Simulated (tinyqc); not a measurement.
Thermal stress, cracking, delamination and buckling of a thin film; Griffith cracks and misfitting inclusions: one step, computed by the program tinyqc. Command: `OMP_NUM_THREADS=1 python tinyqc.py 3014228 3014229 out.jsonl filmcrack walk`. One thread of a shared host (Intel(R) Xeon(R) Processor @ 2.30GHz), about 0.01 s of CPU time with the checks.

Isotropic linear elasticity; the substrate is much thicker than the film; stress is positive in tension.

Task: Elastic mismatch. Dundurs alpha = (Ebar - Ebar_s)/(Ebar + Ebar_s), with Ebar_s = E_s/(1 - nu_s^2). The channel-crack factor is taken as g = 1.258 (1 - alpha)^(-0.7), a rough interpolation chosen for the exercise (1.258 is the value for matched materials).

Inputs (values chosen for the exercise, for a model film):
```
quantity                       value  unit
deposition temperature T_d       525     K
final temperature T              300     K
substrate Young's modulus E_s    144   GPa
substrate Poisson ratio nu_s    0.28     -
```

Ebar = 108.6298 GPa

Give: Dundurs alpha; factor g.

Result:

Dundurs alpha = -0.1798

factor g = 1.121

The stiffer substrate holds the crack faces and lowers the driving force.
